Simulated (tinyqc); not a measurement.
## A spin-degenerate level with charging energy between two leads, rate equations: effect of unequal tunnel rates

States 0, up, down and 2 with energies 0, e1 - Ez/2, e1 + Ez/2 and 2 e1 + U. mu_L = +V/2, mu_R = -V/2 (meV), f(x) = 1/(1 + exp(x/kB T)). A transition that adds one electron of given spin at the energy E has the rate G f(E - mu) from each lead, and its reverse G [1 - f(E - mu)]. I counts electrons leaving the left lead, times q.

Here e1 = 2.675 meV, Ez = 0 and V = +/- 16.05 mV, so that only the 0-1 transitions lie in the window. Transition energies: 0-up e1 - Ez/2, 0-down e1 + Ez/2, up-2 e1 + U + Ez/2, down-2 e1 + U - Ez/2. dp/dt = W p; W_ji is the rate from state i to j, and each column sums to zero. Steady state: W p = 0 with sum p = 1. I = q GL sum over transitions i-j of [fL p_i - (1 - fL) p_j].

Inputs (values chosen for the exercise): charging energy of the second electron U = 10.7 meV; tunnel rate to the left lead GL = 2.9 1/ns; temperature T = 9.8 K.

Constants: q = 1.602176634e-19 C, kB = 1.380649e-23 J/K, Vt = kB T/q. Results are converted to the units shown.

Result of one run:

| GR (1/ns) | I at +V (pA) | I at -V (pA) | \|I(+V)/I(-V)\| | (GL + 2 GR)/(2 GL + GR) |
|---|---|---|---|---|
| 0.31 | 47.14 | -81.72 | 0.5769 | 0.5761 |

What becomes of these results when the tunnel rate to the right lead GR is changed from 0.31 to 23 1/ns, all else the same?

Result of the changed run:

| GR (1/ns) | I at +V (pA) | I at -V (pA) | \|I(+V)/I(-V)\| | (GL + 2 GR)/(2 GL + GR) |
|---|---|---|---|---|
| 23 | 741.1 | -437.0 | 1.696 | 1.698 |

The whole series:

| GR (1/ns) | I at +V (pA) | I at -V (pA) | \|I(+V)/I(-V)\| | (GL + 2 GR)/(2 GL + GR) |
|---|---|---|---|---|
| 0.15 | 23.43 | -43.49 | 0.5387 | 0.5378 |
| 0.31 | 47.14 | -81.72 | 0.5769 | 0.5761 |
| 0.64 | 92.33 | -142.1 | 0.6498 | 0.6491 |
| 1.3 | 170.1 | -219.4 | 0.7751 | 0.7746 |
| 2.7 | 295.0 | -302.1 | 0.9765 | 0.9765 |
| 5.5 | 451.9 | -367.6 | 1.229 | 1.230 |
| 11 | 607.7 | -410.4 | 1.481 | 1.482 |
| 23 | 741.1 | -437.0 | 1.696 | 1.698 |
| 48 | 827.8 | -451.0 | 1.835 | 1.838 |

The ratio of the two currents rises from 0.539 to 1.84 and differs from the last column by at most 0.16 %. An empty dot can be filled with either spin but a filled one empties in one way, so I = 2 q G_in G_out/(2 G_in + G_out): the current is larger when the slower junction is the entrance.

Range of the model: Rate equations need hbar G well below kB T; cotunnelling and the Kondo effect are left out.

Numbers from tinyqc (`OMP_NUM_THREADS=1 python tinyqc.py 2780024 2780025 out.jsonl`; about 0.01 s on one thread of a shared Intel Xeon 2.30GHz).
